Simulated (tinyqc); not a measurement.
Floating body of a partially depleted SOI transistor: body voltage and kink: one step of the calculation.

Source at 0 V. Channel current Ic = 2 nf K Vt^2 [F(0) - F(Vd)](1 + la Vd), F(V) = ln^2(1 + exp((Vg - VT - nf V)/(2 nf Vt))), VT = VT0 - gb Vb. Saturation voltage Vs = 2 Vt sqrt(F(0)) + 3 Vt, excess Ve = (Vd - Vs + sqrt((Vd - Vs)^2 + 0.0004 V^2))/2, multiplication M1 = Ai Ve exp(-Bl/Ve). Each junction passes D(v) = J1 (exp(v/Vt) - 1) + J2 (exp(v/(2 Vt)) - 1). Bipolar current Ib = bb J1 (exp(Vb/Vt) - 1). The body settles where M1 (Ic + Ib) = D(Vb) + D(Vb - Vd) + Vb/Rb; drain current Id = (1 + M1)(Ic + Ib) - D(Vb - Vd).

Problem. New Vb. Current into the body I_in = M1 (Ic + Ib) - D(Vb - Vd), current out I_out = D(Vb) + Vb/Rb; f = ln(I_in/I_out), s = df/dVb by central differences over 1e-5 V, Vb(new) = Vb - f/s.

Parameters, values chosen for the exercise; values of the order met in partially depleted silicon-on-insulator transistors: temperature T = 300 K; threshold at zero body voltage VT0 = 0.48 V; fall of the threshold per volt of body voltage gb = 0.26; slope factor nf = 1.19; gain factor per width K = 150 uA/(V^2 um); channel-length modulation factor la = 0.07 1/V; impact-ionisation prefactor Ai = 2.06 1/V; impact-ionisation voltage Bl = 7.7 V; diffusion saturation current of each junction J1 = 1.8e-12 uA/um; recombination saturation current of each junction J2 = 1.5e-8 uA/um; gain of the lateral bipolar transistor on the diffusion current bb = 1; resistance of a weak body tie to the source (1e9 stands for no tie, and the term is then dropped) Rb = 60000 kohm um; gate voltage Vg = 0.74 V; drain voltage Vd = 2.1 V.

Constants: q = 1.602176634e-19 C, kB = 1.380649e-23 J/K, Vt = kB T/q. Results are converted to the units shown.

Vb after iteration 1 = 0.69864394 V

Wanted: Ic; Ve; M1; I_in; I_out; f; s; Vb after iteration 2.

Solution.

Ic = 14.10 uA/um
Ve = 1.651 V
M1 = 0.03211
I_in = 0.4844 uA/um
I_out = 1.004 uA/um
f = -0.7293
s = -35.17 1/V
Vb after iteration 2 = 0.6779 V

Range of the model: The multiplication law is an empirical form chosen for the exercise; self-heating and capacitive coupling to the body are left out, and the linear laws are rough once Vb passes about 0.7 V or M1 about 0.1.

Computed by the program tinyqc: `OMP_NUM_THREADS=1 python tinyqc.py 2182042 2182043 out.jsonl`, one thread of a shared Intel Xeon 2.30GHz, about 0.2 s for the whole run.
